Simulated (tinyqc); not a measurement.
Inside a calculation. Model: one anharmonic mode: perturbation theory, self-consistent phonons and exact levels. Computed by tinyqc, a small Python program that keeps every step. Command: `OMP_NUM_THREADS=1 python tinyqc.py 3015124 3015125 out.jsonl scp walk`. One thread of a shared host (Intel(R) Xeon(R) Processor @ 2.30GHz), about 0.03 s of CPU time with the checks. Intermediate numbers are printed to about 5 digits and carried at full precision; extremes and crossings named in words are read from the listed rows.

V(x) = k x^2/2 + b x^4 for one coordinate x of mass M. A constant K > 0 gives hbar Omega = sqrt((hbar^2/u) K/M) with K in eV/angstrom^2 and M in u.

Inputs (values chosen for the exercise, for a model mode):
```
quantity                          value           unit
mode mass M                        31.4              u
harmonic constant k                2.27  eV/angstrom^2
quartic constant b                 7.97  eV/angstrom^4
temperature T                       110              K
mixing                              0.5              -
basis size N of the small matrix      4              -
```

Shape: single well.

Constants: hbar^2/u = 4.18015928e-03 eV angstrom^2; k_B = 8.617333262e-05 eV/K.

## Harmonic values and first-order shift

<x^2> = (hbar Omega/(2K)) coth(hbar Omega/(2 k_B T)) at K = k; first order in b shifts the quantum by 6 b <x^2> hbar Omega/k.

harmonic quantum = 17.384 meV

harmonic <x^2> = 0.0052854 angstrom^2

first-order shift = 1.9356 meV

## Self-consistent cycle

Self-consistent phonon, centred at x = 0: K = k + 12 b <x^2>, <x^2> = (hbar Omega/(2K)) coth(hbar Omega/(2 k_B T)). Start at K = |k|; K(new) = K + mixing x (K_out - K), but at least K/20; stop when |K_out - K| < 1e-9 |k| or after 90 steps.

Iterations:
```
step  K (eV/angstrom^2)  hbar Omega (meV)   K_out   K_out - K
0                2.2700            17.384  2.7755  5.0550e-01
1                2.5227            18.326  2.7349  2.1214e-01
2                2.6288            18.707  2.7201  9.1324e-02
3                2.6745            18.869  2.7141  3.9668e-02
4                2.6943            18.939  2.7116  1.7293e-02
5                2.7030            18.969  2.7105  7.5502e-03
6                2.7067            18.983  2.7100  3.2986e-03
7                2.7084            18.988  2.7098  1.4415e-03
8                2.7091            18.991  2.7097  6.3005e-04
...                 ...               ...     ...         ...
16               2.7097            18.993  2.7097  8.3960e-07
17               2.7097            18.993  2.7097  3.6700e-07
18               2.7097            18.993  2.7097  1.6042e-07
19               2.7097            18.993  2.7097  7.0121e-08
20               2.7097            18.993  2.7097  3.0651e-08
21               2.7097            18.993  2.7097  1.3398e-08
22               2.7097            18.993  2.7097  5.8563e-09
23               2.7097            18.993  2.7097  2.5598e-09
24               2.7097            18.993  2.7097  1.1189e-09
```

converged (1 yes, 0 no) = 1

self-consistent K = 2.7097 eV/angstrom^2

Converged at step 24.

## Self-consistent results

Its free energy is F = k_B T ln[2 sinh(hbar Omega/(2 k_B T))] + (k - K)<x^2>/2 + 3 b <x^2>^2, an upper bound to the exact one.

self-consistent quantum = 18.993 meV

self-consistent <x^2> = 0.0045971 angstrom^2

self-consistent free energy = 7.6181 meV

## Hamiltonian in a small basis

Basis: oscillator states n of the constant |k|, with x = s (a + a+), s^2 = hbar Omega/(2|k|); H = hbar Omega (n + 1/2) + (k - |k|) x^2/2 + b x^4, with exact matrix elements of x^2 and x^4.

H (meV), lower triangle (symmetric):
```
       1       2       3       4
1  9.042
2  0.000  27.828
3  0.992   0.000  48.017
4  0.000   2.862   0.000  69.607
```

## Levels in the small basis

Diagonalise H.

levels (meV): 9.017  27.633  48.042  69.802

## Exact levels and averages

Exact values use 120 basis states: F = -k_B T ln sum exp(-E_n/(k_B T)), and <x^2> is the Boltzmann mean.

lowest exact levels (meV): 9.01  27.63  47.32  67.96  89.44  111.69

E_1 - E_0 = 18.613 meV

exact free energy = 7.6068 meV

exact <x^2> = 0.0046234 angstrom^2

The self-consistent free energy lies 0.011 meV above the exact one, and its <x^2> is -0.6 % off. The small basis misses E_0 by 0.00234 meV.

## Three descriptions against temperature

The classical <x^2> is int x^2 exp(-V/(k_B T)) dx / int exp(-V/(k_B T)) dx (2001 points over six exact widths each way).

Results; columns: (1) T (K); (2) hbar Omega, self-consistent (meV); (3) <x^2>, self-consistent; (4) <x^2>, exact; (5) F, self-consistent (meV); (6) F, exact (meV); (7) <x^2>, classical:
```
(1)     (2)        (3)        (4)      (5)      (6)         (7)
10   18.645  0.0035700  0.0035752   9.0180   9.0149  3.7379e-04
24   18.646  0.0035708  0.0035760   9.0177   9.0146  8.7922e-04
50   18.676  0.0036588  0.0036656   8.9609   8.9574   0.0017711
91   18.868  0.0042270  0.0042446   8.2660   8.2583   0.0030789
160  19.353  0.0056803  0.0057386   5.0169   4.9906   0.0050777
280  20.203  0.0083239  0.0084971  -5.2397  -5.3309   0.0081411
480  21.413   0.012277   0.012702  -30.377  -30.648    0.012512
810  22.983   0.017751   0.018646  -84.760  -85.464    0.018544
```

The self-consistent quantum hardens from 18.65 to 22.98 meV, since a wider spread samples the steep quartic walls. Its <x^2> misses by -0.1 % at the lowest T and -4.8 % at the highest; the excess in F runs from 0.003 to 0.704 meV. The classical value is 0.10 of the exact one at the lowest T and 0.995 at the highest.

Checks made by the program: dF/dK = 0 at the solution (relative difference below 1e-10).
